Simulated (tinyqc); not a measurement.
From results back to parameters: two-band k.p model of the Delta valleys near the X point under shear strain.

Problem. Under a shear strain exy (|eta| < 1) the valley on the [001] axis has ml(eta) = ml/(1 - eta^2), 1/m[110] = 1/mt + eta/Mp and 1/m[1-10] = 1/mt - eta/Mp with Mp > 0, eta = D exy/Delta, Delta = 2 c k0^2/ml, k0 = kx0 2 pi/a, c = hbar^2/2m0.

Constants: hbar^2/2m0 = 3.80998211 eV angstrom^2.

Parameters, chosen for this exercise (near those of Si; shifted at random, so the results belong to these values and not to a real crystal):
```
symbol  value   unit      meaning
a       5.435   angstrom  lattice constant
ml      0.942   m0        longitudinal mass
kx0     0.156   2 pi/a    distance of the minimum from X
exy     0.0014            shear strain
```

m[110], m[1-10], ml(eta) (m0): 0.18746653  0.21432945  0.94779941

Find: mt; eta; Mp; D.

Solution. The mean of the two inverse transverse masses is 1/mt; eta^2 = 1 - ml/ml(eta), with the sign of 1/m[110] - 1/m[1-10] = 2 eta/Mp, which then gives Mp; D = eta Delta/exy.

mt = 0.200 m0
eta = 0.0782
Mp = 0.234 m0
D = 14.7 eV

Program tinyqc; command `OMP_NUM_THREADS=1 python tinyqc.py 1081595 1081596 out.jsonl`; about 0.01 s on one thread of a shared Intel(R) Xeon(R) Processor @ 2.30GHz.
